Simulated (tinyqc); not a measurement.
Inside a calculation. Method: CIS on RHF in the sto-3g basis, for H3-, spin multiplicity 1. The basis has no diffuse functions, so it cannot describe the extra electron: this is an exercise in the method, not the real anion. One step of it, computed by the program tinyqc.

Task: CIS matrix, triplets. A(ia,jb) = (e_a - e_i) d_ij d_ab - (ij|ab).

orbital energies (hartree): MO1 -0.194822, MO2 0.300956, MO3 1.266864

Two-electron integrals over orbitals (pq|rs), unique and non-zero (hartree):
```
(11|11) 0.594629    (21|11) -0.014830   (21|21) 0.151608    (22|11) 0.534488
(22|21) 0.016571    (22|22) 0.588765    (31|11) 0.069684    (31|21) 0.007950
(31|22) -0.040827   (31|31) 0.134000    (32|11) 0.012656    (32|21) -0.123249
(32|22) -0.016003   (32|31) -0.005574   (32|32) 0.122518    (33|11) 0.605583
(33|21) -0.010515   (33|22) 0.536424    (33|31) 0.102859    (33|32) 0.010218
(33|33) 0.665032
```

Give: CIS matrix A, triplet.

Result:

CIS matrix A, triplet (hartree):
```
        1>3     2>3
1>3  0.8561  0.0105
2>3  0.0105  0.4295
```
